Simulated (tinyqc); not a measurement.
Comparisons within one model: strain-driven crossing of the Gamma and L valleys in a germanium-like crystal alloyed with tin. A value that a table varies takes the place of the one given here.

Biaxial loads: e0 is the in-plane strain e_par and the normal is free. (001): e_perp = -2 (C12/C11) e_par; exx = eyy = e_par, ezz = e_perp, no shear. (111): e_perp = -(2 C11 + 4 C12 - 4 C44)/(C11 + 2 C12 + 4 C44) e_par; exx = eyy = ezz = (2 e_par + e_perp)/3 and exy = eyz = ezx = (e_perp - e_par)/3. (110): e_perp = -(C11 + 3 C12 - 2 C44)/(C11 + C12 + 2 C44) e_par; exx = eyy = (e_par + e_perp)/2, ezz = e_par, exy = (e_perp - e_par)/2, eyz = ezx = 0. Uniaxial loads: a stress along n, scaled so that n.e.n = e0, with exx = s11 sxx + s12 (syy + szz), exy = s44 sxy/2, s11 = (C11 + C12)/((C11 - C12)(C11 + 2 C12)), s12 = -C12/((C11 - C12)(C11 + 2 C12)), s44 = 1/C44.

Edges from the unstrained valence top: Gamma at Eg + ac tr(e); an L valley with unit axis u at EgL + aL tr(e) + XuL (u.e.u - tr(e)/3), u along [111], [1-1-1], [-11-1], [-1-11]; valence edges are the levels of the 6 x 6 matrix of X, Y, Z times spin with -Dso/3 + l exx + m (eyy + ezz) on the diagonal (cyclic), n exy off it, l = av + 2 b, m = av - b, n = sqrt(3) d. Spin-orbit term (Dso/3) L.sigma on X, Y, Z with (L_k)_ij = -i epsilon_kij: <X+|H|Y+> = -i Dso/3, <X+|H|Z-> = Dso/3, <Y+|H|Z-> = -i Dso/3, <Z+|H|X-> = -Dso/3, <Z+|H|Y-> = i Dso/3, <X-|H|Y-> = i Dso/3, and their conjugates; + and - are the spin along z.

With tin the unstrained gaps become E(y) = (1 - y) E + y EgS - CS y (1 - y); all other values are kept.
Constants: kB = 8.617333262e-05 eV/K.

Values chosen for the exercise (near those of Ge, gaps at low temperature; shifted at random, so the results belong to these values and not to a real crystal): Eg = 0.904 eV (gap at Gamma to the s-like level); EgL = 0.741 eV (gap to L); Dso = 0.295 eV (spin-orbit splitting); ac = -8.14 eV (conduction deformation potential); av = 1.23 eV (valence hydrostatic potential); b = -2.53 eV (tetragonal shear potential); d = -5.29 eV (trigonal shear potential); aL = -1.71 eV (hydrostatic potential of the L edge, Xd + Xu/3); XuL = 17.07 eV (uniaxial potential, L); y = 0.012 (tin fraction); EgS = (-0.352, 0.106) eV (Gamma and L gaps of the tin end); CS = (1.96, 0.73) eV (bowing of the Gamma and L gaps); C11 = 130.4 GPa; C12 = 47.5 GPa; C44 = 66.1 GPa; load = uniaxial [110] (kind of strain); mG = 0.0393 m0 (mass at Gamma); mL = 0.583 m0 (density-of-states mass of the four L valleys together); T = 300 K (temperature); e0 = 0.0119 (size of the strain).

## Which strain makes the gap direct

For tension the difference Gamma minus lowest L is linear in e0; slope per 1 % and the e0 at which it vanishes (a dash: no crossing below 15 %), with the gap there.

Results:

| load | slope (meV per 1 %) | crossing e0 (%) | gap at the crossing (eV) |
|---|---|---|---|
| biaxial (001) | -81.8 | 1.72 | 0.556 |
| biaxial (110) | -16.7 | 8.44 | -0.992 |
| biaxial (111) | 53.0 | - | - |
| uniaxial [100] | -30.0 | 4.70 | 0.509 |
| uniaxial [111] | 0.3 | - | - |
| uniaxial [110] | 20.0 | - | - |

The smallest strain is needed for biaxial (001) (1.72 %), then uniaxial [100] (4.70 %). No crossing below 15 % is found for biaxial (111), uniaxial [111] and uniaxial [110]: shear splits the L valleys and pulls the lowest down as fast as or faster than Gamma. Loads without off-diagonal strain, (001) and [100], gain (ac - aL) tr(e) = -64 meV per 1 % of volume. Crossings beyond about 3 % are sensitive to second-order terms, left out here. For uniaxial [111] the slope is a near cancellation, so terms beyond this linear model decide. A gap at or below zero marks a crossing beyond the range of this linear model.

## Sweep of a uniaxial [110] strain

The valence splitting is the distance of the top two edges. Share in Gamma = mG^(3/2)/(mG^(3/2) + (mL^(3/2)/4) sum_i exp(-(E_Li - E_Gamma)/kT)).

Results:

| e0 (%) | direct gap (eV) | indirect gap (eV) | Gamma - L (meV) | valence splitting (meV) | share in Gamma (%) |
|---|---|---|---|---|---|
| -1.68 | 0.886 | 0.580 | 306 | 133 | 2.50e-05 |
| -0.64 | 0.877 | 0.673 | 204 | 47 | 0.00125 |
| 0.40 | 0.829 | 0.680 | 149 | 26 | 0.00949 |
| 1.44 | 0.733 | 0.563 | 170 | 82 | 0.00493 |
| 2.48 | 0.636 | 0.446 | 190 | 120 | 0.00221 |
| 3.52 | 0.539 | 0.328 | 211 | 146 | 0.000990 |
| 4.56 | 0.441 | 0.209 | 232 | 164 | 0.000444 |
| 5.60 | 0.343 | 0.090 | 253 | 180 | 0.000199 |

The gap stays indirect over the sweep. This load splits the L valleys, and the lowest set changes where e0 changes sign, which bends the column Gamma - L. The direct gap goes from 0.886 to 0.343 eV; of that change -0.127 eV comes from the rise of the valence top through the shear terms and the rest from the volume. The share in Gamma goes from 2.50e-05 to 0.000199 %, with a peak of 0.00949 % at e0 = 0.40 % among these rows. Beyond about 3 % terms of second order in the strain, left out here, matter.

## What each parameter does

Direct gap, Gamma minus the lowest L edge and the valence splitting. Each row changes one parameter from the base and keeps the others.

Results:

| case | direct gap (eV) | Gamma - L (meV) | valence splitting (meV) |
|---|---|---|---|
| base | 0.7561 | 164.7 | 70.6 |
| y = 0.0138 | 0.7504 | 161.4 | 70.6 |
| XuL = 19.6305 eV | 0.7561 | 175.3 | 70.6 |
| d = -6.0835 eV | 0.7524 | 164.7 | 75.2 |
| C12 = 54.625 GPa | 0.7598 | 167.1 | 72.6 |
| av = 1.0455 eV | 0.7574 | 164.7 | 70.6 |
| b = -2.1505 eV | 0.7586 | 164.7 | 66.8 |
| aL = -1.4535 eV | 0.7561 | 162.9 | 70.6 |

The largest shifts from the base row, up to three for each result and ties (the steps differ in size, so this ranks the rows, not the parameters). direct gap (eV): y -0.0057, d -0.0037, C12 +0.0037; unchanged at the printed digits by XuL and aL. Gamma - L (meV): XuL +10.6, y -3.3, C12 +2.4; unchanged at the printed digits by d, av and b. valence splitting (meV): d +4.7, b -3.8, C12 +2.0; unchanged at the printed digits by y, XuL, av and aL.

Program tinyqc; command `OMP_NUM_THREADS=1 python tinyqc.py 1051565 1051566 out.jsonl`; about 0.01 s on one thread of a shared Intel(R) Xeon(R) Processor @ 2.30GHz.
